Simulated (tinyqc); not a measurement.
Worked calculation: Lorentz oscillators and the Kramers-Kronig relations. Values are carried at full precision from step to step, so a last printed digit may differ when a step is redone from the rounded ones.

eps(E) = 1 + sum_j S_j/(E0_j^2 - E^2 - i G_j E).

Constants: hbar c = 1973.269805 eV angstrom; hbar^2/2m0 = 3.80998211 eV angstrom^2; e^2/(4 pi eps0) = 14.39964547 eV angstrom.

Parameters, chosen for this exercise (line positions loosely like those of SiC; Lorentz tails absorb below the gap, where the real solid is clear; the results hold for these values, not for the real material): E0 = (6.01, 7.17, 9.88) eV (resonances); G = (0.75, 1.24, 1.94) eV (widths); S = (43.2, 150, 107.6) eV^2 (strengths); E = 12.52 eV (photon energy); h = 0.5 eV (grid step); M = 36 (grid points E_j = j h); i = 17 (grid index at which eps1 is wanted).

## Dielectric function at one energy

Evaluate each oscillator and the sum.

terms: [-0.3560+0.0277i, -1.3937+0.2054i, -1.5569+0.6395i]

eps(E) = -2.3065+0.8726i
eps(0) = 6.2161

## Optical constants

n + i k = sqrt(eps1 + i eps2) with k >= 0; R = ((n - 1)^2 + k^2)/((n + 1)^2 + k^2) at normal incidence from vacuum; alpha = 2 E k/(hbar c), times 1e8 for 1/cm; loss function Im(-1/eps) = eps2/(eps1^2 + eps2^2).

Convert eps at the photon energy E into the optical constants.

n = 0.2824
k = 1.5448
R = 0.7197
alpha = 1.96e+06 1/cm
loss function = 0.1435
vacuum wavelength hc/E (hc = 1239.841984 eV nm) = 99.0 nm

The intensity falls to 1/e within 5.1 nm. eps1 is negative, so k exceeds n, as in a metal below its plasma energy; R is 0.72.

## Absorptive part on the grid

Tabulate eps2 at E_j = j h.

eps2(E_j), j = 1 .. M: [0.0591, 0.1218, 0.1920, 0.2753, 0.3797, 0.5185, 0.7157, 1.0194, 1.5441, 2.6346, 5.7787, 13.7233, 11.9764, 17.7912, 14.0608, 7.3281, 5.0417, 5.0494, 6.2103, 6.2817, 4.4135, 2.7468, 1.7717, 1.2169, 0.8830, 0.6688, 0.5237, 0.4210, 0.3455, 0.2885, 0.2443, 0.2093, 0.1812, 0.1583, 0.1393, 0.1234]

## eps1 at one grid point

Kramers-Kronig: eps1(E) = 1 + (2/pi) P integral_0^infinity E1 eps2(E1)/(E1^2 - E^2) dE1. Maclaurin rule on the grid E_j = j h, j = 1 .. M: eps1(E_i) = 1 + (4 h/pi) sum over j with j - i odd of E_j eps2(E_j)/(E_j^2 - E_i^2); nothing is added above E_M.

List the terms E_j eps2_j/(E_j^2 - E_i^2) for j - i odd, add them and form eps1.

terms in order of j (1/eV): [-0.0017, -0.0081, -0.0246, -0.0725, -0.2788, -2.2715, -5.3565, -7.1061, 5.1937, 2.2637, 0.6198, 0.2035, 0.0899, 0.0476, 0.0283, 0.0182, 0.0124, 0.0088]

sum = -6.634 1/eV
eps1(E_i) = -3.223

The oscillator formula gives -2.909 at E_i = 8.5 eV. The rule samples every 2h = 1 eV against a narrowest width of 0.75 eV and stops at 18 eV; coarse sampling and the missing tail make the difference.

## The f-sum on the grid

W(E_M) = (2/pi) h sum_j E_j eps2_j, with half weight on the last point; the full integral equals sum S_j = (hbar omega_p)^2, and the electron density follows from (hbar omega_p)^2 = 8 pi c (e^2/(4 pi eps0)) N with c = hbar^2/2m0.

W(E_M) = 283.56 eV^2
sum S = 300.80 eV^2
share reached on this grid (a step near the line widths can inflate it) = 0.943
hbar omega_p = 17.344 eV
N = 2.18e+23 1/cm^3

## Checks

- The value of eps1 at 12.562 eV from a fine, long grid (with the tail of eps2 ~ 1/E^3 added) against the oscillator formula: both -2.27.

tinyqc: `OMP_NUM_THREADS=1 python tinyqc.py 1651413 1651414 out.jsonl`; about 0.2 s, one thread, shared Intel(R) Xeon(R) Processor @ 2.30GHz.
